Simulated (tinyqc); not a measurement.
Inside a calculation: Weaire-Thorpe hybrids on a Bethe lattice: gap and dangling bond of an amorphous tetrahedral solid. Values are carried at full precision from step to step, so a last printed digit may differ when a step is redone from the rounded ones.

Four sp3 hybrids an atom at energy 0, coupled by -V1 on the atom and by -V2 along a bond; the bonds form a tree (no rings). For any network the gap runs at least from -V2 + V1 to V2 - 3 V1, and p-like states pile up at -V2 + V1 and V2 + V1. On the tree the gap is wider: it ends at Ec = -V1 + sqrt(V2^2 + 4 V1^2 - 2 sqrt3 V1 V2), which makes it well wider than the gaps of the real glasses. A branch seen from a hybrid has the self-energy S = V2^2 g, where g is the Green function of the hybrid across the bond, whose three partners carry S themselves. With a = z - V1, b = a - S: g = 1/(a + V1 b/(b + 3 V1)), z = E + i eta. A full atom has G = (1/b)(b + 3 V1)/(b + 4 V1) per hybrid; a dangling hybrid with shift dh has G = 1/(1/g - dh).

Parameters, chosen for this exercise (of the size of tabulated hybrid energies for amorphous germanium; shifted at random, so the results belong to these values and not to a real crystal):

| symbol | value | unit | meaning |
|---|---|---|---|
| V1 | 1.84 | eV | coupling of two hybrids on one atom |
| V2 | 4 | eV | coupling of the two hybrids of a bond |
| E | -2.04 | eV | energy |
| eta | 0.03 | eV | broadening |
| dh | 0.43 | eV | shift of the dangling hybrid (rehybridisation) |

## Edges

Bounds -V2 + V1 and V2 - 3 V1. On the tree the s-like bands are narrower: E = -V1 -/+ sqrt(V2^2 + 4 V1^2 + V1 V2 e) with e from -2 sqrt3 to 2 sqrt3 (for a crystal, -4 to 4), so the conduction edge is -V1 + sqrt(V2^2 + 4 V1^2 - 2 sqrt3 V1 V2).

edges (eV): Ev -2.1600, Ec(bound) -1.5200, Ec(tree) 0.1716

gaps (eV): (bound, reached in the crystal) 0.6400, (tree) 2.3316

The gap needs no periodicity, only V2 > 2 V1 (here V2/V1 = 2.174); leaving out rings widens it by 1.692 eV. Two parameters give the trend, not the value.

## The self-energy at one energy

S = V2^2 g is a quadratic A S^2 + B S + C = 0 with A = a + V1, B = -(a (a + 4 V1) + V2^2), C = V2^2 (a + 3 V1), a = z - V1. Of the two roots take the one with Im S < 0 (if both qualify, the decaying one, with the smaller |V1 V2 g/(b + 3 V1)|).

A, B, C: -2.0400+0.0300i  -2.4967+0.0120i  26.2400+0.4800i

roots (eV): 3.0261+0.0533i  -4.2498-0.0654i

S = -4.2498-0.0654i eV

## Densities at that energy

With z = E + i eta, b = z - V1 - S: full atom G = (b + 3 V1)/(b (b + 4 V1)); g = S/V2^2; dangling hybrid 1/(1/g - dh); densities -Im G/pi.

G (1/eV): (bulk) 1.9341-0.4911i, (dangling with dh = 0) -0.2656-0.0041i, (dangling with dh) -0.2384-0.0033i
densities (1/eV): (bulk) 0.1563, (dangling with dh = 0) 0.0013, (dangling with dh) 0.0010

## The dangling-bond level

For eta = 0 the level solves 1/g(E) = dh inside the gap (bisection); its weight on the dangling hybrid is 1/(d(1/g)/dE), by central differences with step 1e-5 eV.

level = 0.1259 eV
above Ev = 2.2859 eV
weight on the dangling hybrid = 0.210

The level lies at 98 % of the gap of the tree; 79 % of it spreads over the back bonds.

## Checks

- Conduction edge from the formula against the zero of the discriminant: both 0.171619.
- S from the quadratic against damped iteration of S = V2^2 g: both -4.249751.

(tinyqc, `OMP_NUM_THREADS=1 python tinyqc.py 1482665 1482666 out.jsonl`, Intel(R) Xeon(R) Processor @ 2.30GHz, 1 thread, shared host, about 0.05 s.)
